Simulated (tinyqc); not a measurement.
Worked calculation: Fermi-Dirac statistics of conduction electrons. Values are carried at full precision from step to step, so a last printed digit may differ when a step is redone from the rounded ones.

Constants: hbar^2/2m0 = 3.80998211 eV angstrom^2; kB = 8.617333262e-05 eV/K; e^2/(4 pi eps0) = 14.39964547 eV angstrom.

Values chosen for the exercise (near those of Si, lowest valleys alone; not measured data):
```
symbol  value    unit    meaning
m       1.0542   m0      density-of-states mass of the conduction band
T       265      K
n       2.1e+19  1/cm^3  electron density
eps     11.7             static dielectric constant
alpha   0.49     1/eV    non-parabolicity
```

## Reduced density

N = 2 (m kB T/(4 pi c))^(3/2) with c = hbar^2/2m0, in 1/angstrom^3; times 1e24 for 1/cm^3; u = n/Nc.

kT = 0.022836 eV
Nc = 2.2550e+19 1/cm^3
u = n/Nc = 0.93127

## Reduced Fermi level by five rules

F_j(eta) = (1/Gamma(j + 1)) integral_0^infinity x^j dx/(1 + exp(x - eta)), which tends to exp(eta) for eta << 0.

With u = n/Nc: Boltzmann eta = ln u; Joyce-Dixon eta = ln u + u/sqrt(8) - 4.95009e-3 u^2 + 1.48386e-4 u^3 - 4.42563e-6 u^4; Nilsson eta = ln u/(1 - u^2) + v/(1 + (0.24 + 1.08 v)^-2) with v = (3 sqrt(pi) u/4)^(2/3); fully degenerate limit eta = v; exact: F_1/2(eta) = u.

Find eta = (EF - Ec)/kT by each rule.

eta: Boltzmann -0.071, Joyce-Dixon 0.254, Nilsson 0.257, degenerate 1.153, exact 0.254

Against the exact value the errors are Boltzmann -0.325, Joyce-Dixon 0.000, Nilsson +0.003, degenerate limit +0.899 (in kT).

## Exact eta by Newton steps

Solve ln F_1/2(eta) = ln u from the Boltzmann value; dF_1/2/d eta = F_-1/2, so the step is -ln(F_1/2/u) F_1/2/F_-1/2. Stop below 1e-9.

Newton steps:
```
step,eta,F_1/2,F_-1/2,step taken
1,-0.071206,0.723031,0.578139,0.317
2,0.245323,0.925258,0.701489,0.00854
3,0.253865,0.931266,0.704964,6.54e-06
4,0.253872,0.931270,0.704966,3.84e-12
```

Converged in 4 steps.

## Mean energy, Einstein relation and screening

eta = 0.25387

Mean kinetic energy <E> = (3/2) kT F_3/2/F_1/2; D/mu = (kT/e) F_1/2/F_-1/2; dn/dEF = (Nc/kT) F_-1/2; screening length L = (4 pi (e^2/(4 pi eps0)) (dn/dEF)/eps)^(-1/2), with dn/dEF in 1/(angstrom^3 eV) (1/cm^3 = 1e-24/angstrom^3).

F_-1/2, F_1/2, F_3/2: 0.7050  0.9313  1.082

<E> = 39.80 meV
D/mu = 30.17 mV
dn/dEF = 6.961e+20 1/(cm^3 eV)
L = 9.638 angstrom

EF lies within 2 kT of the edge. D/mu is 1.321 times kT/e and <E> is 1.162 times (3/2) kT; the Debye formula, with n/kT in place of dn/dEF, would give L = 8.385 angstrom.

## Fermi level in the non-parabolic band

Non-parabolic band E (1 + alpha E) = c k^2/m: n = Nc (2/sqrt(pi)) integral_0^infinity sqrt(x (1 + a x)) (1 + 2 a x) dx/(1 + exp(x - eta)) with a = alpha kT and eta = (EF - Ec)/kT; a = 0 gives n = Nc F_1/2(eta).

Solve for eta at the same n.

a = 0.01119
eta = 0.191
EF - Ec = 4.36 meV

The extra states lower EF by 1.43 meV against the parabolic band.

## Checks

- Non-parabolic integral at a = 0 against F_1/2(2): both 2.823721.
- F_1/2(40) against the Sommerfeld form (4/(3 sqrt(pi))) eta^(3/2) (1 + pi^2/(8 eta^2)): both 190.45.

tinyqc: `OMP_NUM_THREADS=1 python tinyqc.py 1652096 1652097 out.jsonl`; about 0.01 s, one thread, shared Intel(R) Xeon(R) Processor @ 2.30GHz.
